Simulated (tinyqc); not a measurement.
# Changing the force F along the ring

Model: kinetic Monte Carlo and master equation for a particle on a ring of sites with traps and bias. Computed by tinyqc, a small Python program. Command: `OMP_NUM_THREADS=1 python tinyqc.py 3025796 3025797 out.jsonl kmc sweep`. One thread of a shared host (Intel(R) Xeon(R) Processor @ 2.30GHz), about 0.01 s of CPU time with the checks.

7 sites on a ring, numbered 1 to 7. The saddle between i and i+1 lies at E0 + s b_i and site i at s eps_i; a force F tilts the landscape, with the saddle half-way.

Inputs (values chosen for the exercise, for a model defect):
```
quantity                        value      unit
reference barrier E0              0.8        eV
scale factor s of the disorder      1         -
attempt frequency nu               13       THz
temperature T                     630         K
site spacing a                      3  angstrom
```

Disorder: both.

site energies eps_i (eV): -0.12  -0.13  0  -0.12  -0.13  0  -0.14

saddle shifts b_i between sites i and i+1 (eV): 0.04  0.00081  0.057  0.028  -0.027  0.073  0.054

Constants: k_B = 8.617333262e-05 eV/K.

Method:
- Rates: k(i to i+1) = nu exp(-(E0 + s b_i - s eps_i - F a/2)/(k_B T)), k(i to i-1) = nu exp(-(E0 + s b_(i-1) - s eps_i + F a/2)/(k_B T)).
- Share right = k right/(k right + k left); mean stay = 1/(k right + k left).
- Master equation dP/dt = W P, W_(i+1,i) = k right, W_(i-1,i) = k left, columns summing to zero. The steady state is its null vector; drift v = a sum P_i (k right - k left). D = a^2 lambda''(0)/2, where lambda(q) is the leading eigenvalue of W with right hops weighted by exp(q) and left hops by exp(-q).
- The slowest relaxation rate is minus the real part of the next eigenvalue of W. 1 angstrom = 1e-8 cm.
- At zero force D0 = a^2 nu exp(-E0/(k_B T)) / [<exp(-s eps/(k_B T))> <exp(s b/(k_B T))>], with means over the ring; Einstein relation v = D0 F/(k_B T); 1 angstrom = 1e-8 cm.

One run for each value; columns: (1) force F along the ring (eV/angstrom); (2) drift velocity v (cm/s); (3) Einstein drift (cm/s); (4) diffusivity D (cm^2/s); (5) slowest relaxation rate (1/s):
```
(1)              (2)         (3)         (4)         (5)
3.60e-04  1.8562e-04  1.8507e-04  2.7995e-10  1.8456e+05
7.60e-04  3.9319e-04  3.9069e-04  2.8097e-10  1.8653e+05
1.60e-03  8.3365e-04  8.2251e-04  2.8331e-10  1.9348e+05
3.40e-03  1.7989e-03  1.7478e-03  2.8923e-10  2.2235e+05
1.50e-02  8.7882e-03  7.7111e-03  3.6272e-10  2.8897e+05
3.20e-02  2.2077e-02  1.6450e-02  6.0090e-10  4.7793e+05
6.80e-02  7.3142e-02  3.4957e-02  1.7858e-09  1.4455e+06
1.40e-01  5.5068e-01  7.1970e-02  1.3337e-08  1.0924e+07
```

Give the missing row, force F along the ring (eV/angstrom) = 7.20e-03.

Computed row; columns: (1) force F along the ring (eV/angstrom); (2) drift velocity v (cm/s); (3) Einstein drift (cm/s); (4) diffusivity D (cm^2/s); (5) slowest relaxation rate (1/s):
```
(1)              (2)         (3)         (4)         (5)
7.20e-03  3.9364e-03  3.7013e-03  3.0604e-10  2.3805e+05
```

Interpolating between the two neighbouring rows (the first column on a logarithmic scale, the others too where they are positive) misses most in slowest relaxation rate (1/s), by 6.6 %. Over the rows, drift velocity v (cm/s) rises from 1.86e-4 to 0.551 (exponent d ln y / d ln x 1.0 between the first rows and 2.8 between the last); Einstein drift (cm/s) rises from 1.85e-4 to 0.0720 (exponent d ln y / d ln x about 1.00 throughout); diffusivity D (cm^2/s) rises from 2.80e-10 to 1.33e-8 (exponent d ln y / d ln x 0.0049 between the first rows and 2.8 between the last). At the low end the exponent of drift velocity v is 1.00, close to 1: linear response. At the low end the exponent of diffusivity D is 0.00, close to 0: a weak force leaves D unchanged. The ratio of drift to Einstein drift goes from 1.00 to 7.65; on a ring without disorder it is sinh(y)/y with y = F a/(2 k_B T), 6.18 in the last row.

Extremes, crossings and ranges named in words are read from the listed rows.
